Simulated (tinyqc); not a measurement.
Inside a calculation. Method: Hubbard ring of 4 sites. Computed by tinyqc, a small Python program that keeps every step. Settings: hopping = 1.63, U = 9.4, mixing = 0.5, iteration cap = 75. Command: `OMP_NUM_THREADS=1 python tinyqc.py 25835 25836 out.jsonl` (the two numbers bound the seeds that draw the settings). One thread of a shared host (Intel(R) Xeon(R) Processor @ 2.60GHz), about 0.2 s of CPU time with the checks. Later iterations appear only in the table of the cycle.

## Mean-field iteration 1

one-body matrix (hopping and site energies) (eV), lower triangle:
```
,1,2,3,4
1,0.530000
2,-1.630000,0.070000
3,0.000000,-1.630000,-0.380000
4,-1.630000,0.000000,-1.630000,0.370000
```

U = 9.400000 eV

electrons, up and down: 3  2

mixing = 0.500000

n(up) at the start (a guess, not normalised): 1 1.000000, 2 0.300000, 3 1.000000, 4 0.300000

n(down) at the start (a guess): 1 0.050000, 2 0.950000, 3 0.050000, 4 0.950000

H(up) = T + U n(down), H(down) = T + U n(up); fill the lowest levels; n(new) = n + mixing (n(out) - n); E = tr T (rho up + rho down) + U sum n_up n_down of the output.

levels, up (eV): -0.700386  0.692413  9.132128  10.265844

levels, down (eV): 1.659303  3.053419  9.359841  10.957437

energy = 7.404924 eV

n(up) after iteration 1: 1 0.972645, 2 0.484432, 3 0.977319, 4 0.365604

n(down) after iteration 1: 1 0.058152, 2 0.938941, 3 0.066885, 4 0.936023

## Mean-field iteration 2

As before.

levels, up (eV): -0.580871  0.784173  9.017925  10.168773

levels, down (eV): 2.526640  4.289727  9.156451  10.937182

energy = 7.281218 eV

n(up) after iteration 2: 1 0.957947, 2 0.571261, 3 0.964823, 4 0.405969

n(down) after iteration 2: 1 0.072093, 2 0.913761, 3 0.089508, 4 0.924638

## Convergence

Each step fills the lowest levels of T + U n(other spin) and sets n(new) = n + mixing (n(out) - n); stop when output and input agree to 1e-8.

Course of the cycle:
```
iteration,E (eV),largest |n(out) - n(in)|,mean |n_up - n_down|
1,7.40492399,3.69e-01,0.624928
2,7.28121818,1.74e-01,0.598705
3,7.21669956,1.30e-01,0.579548
4,7.15693779,1.14e-01,0.564964
5,7.08195175,1.12e-01,0.556797
6,6.98904401,1.09e-01,0.590416
7,6.89217283,9.85e-02,0.620244
8,6.81204035,9.06e-02,0.642670
9,6.75906675,8.84e-02,0.657422
10,6.72948343,7.81e-02,0.666277
11,6.71445387,6.37e-02,0.671301
...,...,...,...
65,6.69893037,1.72e-07,0.676134
66,6.69893037,1.37e-07,0.676134
67,6.69893037,1.08e-07,0.676134
68,6.69893037,8.62e-08,0.676134
69,6.69893037,6.85e-08,0.676134
70,6.69893037,5.44e-08,0.676134
71,6.69893037,4.33e-08,0.676134
72,6.69893037,3.44e-08,0.676134
73,6.69893037,2.73e-08,0.676134
74,6.69893037,2.17e-08,0.676134
75,6.69893037,1.73e-08,0.676134
```

Not converged within 75 iterations: the residual falls steadily but slowly, by a factor of about 0.79 a step. The lowest mean-field energy found from random starts is 6.56778 eV. Reruns (cap 100 unless said): mixing 0.2: not converged; mixing 0.9: converged in 40 to a higher stationary point (E = 6.69893); the original settings with a cap of 400: converged in 78 to a higher stationary point (E = 6.69893).

## Exact diagonalisation (24 states)

Lowest levels of the sector, and the double occupancy of the lowest state.

lowest levels (eV): 5.957998  6.035066  6.840487  7.904703  7.930413  10.064810

double occupancy per site = 0.277432

## The lowest level by Lanczos steps

From a random start vector (not printed): a_j = <q_j|H|q_j>, b_j = norm of the remainder after orthogonalising; the Ritz value is the lowest eigenvalue of the tridiagonal matrix of a and b so far.

Lanczos:
```
j,a_j (eV),b_j (eV),lowest Ritz value (eV)
1,14.454363,6.055463,14.45436319
2,12.228841,4.523337,7.18474638
3,19.342602,4.088298,6.21790985
4,13.185789,2.942366,6.01976155
5,17.754978,5.492801,5.99346118
6,13.483867,3.521737,5.97710802
7,15.016092,4.156604,5.97030820
8,14.574110,3.853386,5.96721407
9,14.488411,4.637903,5.96592611
10,14.376143,5.249386,5.96497592
```
